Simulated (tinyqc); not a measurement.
Vacuum evaporation: vapour pressure, source flux, thickness distribution, purity and step coverage: one step, computed by the program tinyqc. Command: `OMP_NUM_THREADS=1 python tinyqc.py 3111130 3111131 out.jsonl evap walk`. One thread of a shared host (Intel(R) Xeon(R) Processor @ 2.30GHz), about 0.01 s of CPU time with the checks.

Molecular flow, unit sticking of the metal, no re-evaporation. The background gas is taken as water vapour (18.015 g/mol, collision diameter 0.37 nm) at 300 K.

Task: Vapour pressure and flux. log10(p_v/Pa) = A - B/T; flux from the surface Phi = p_v/sqrt(2 pi m k_B T), m = M u. Mass loss = Phi x area x m; heat of evaporation = ln(10) R B; d ln Phi/dT = ln(10) B/T^2 - 1/(2 T).

Inputs (values chosen for the exercise, modelled on indium, with constants for the liquid): molar mass M = 114.8 g/mol; vapour-pressure constant A = 10.36; vapour-pressure constant B = 12320 K; source temperature T = 1070 K; source area = 7.5 cm^2.

Constants: u = 1.6605390666e-27 kg; k_B = 1.380649e-23 J/K; R = 8.314462618 J/(mol K).

Give: vapour pressure p_v; flux Phi; mass loss; heat of evaporation; change of flux per kelvin.

Result:

vapour pressure p_v = 0.070143 Pa

flux Phi = 5.2731e+16 1/(cm^2 s)

mass loss = 0.27140 g/h

heat of evaporation = 235.86 kJ/mol

change of flux per kelvin = 2.4310 %/K

Holding the rate to 1 % needs the temperature to about 0.41 K.
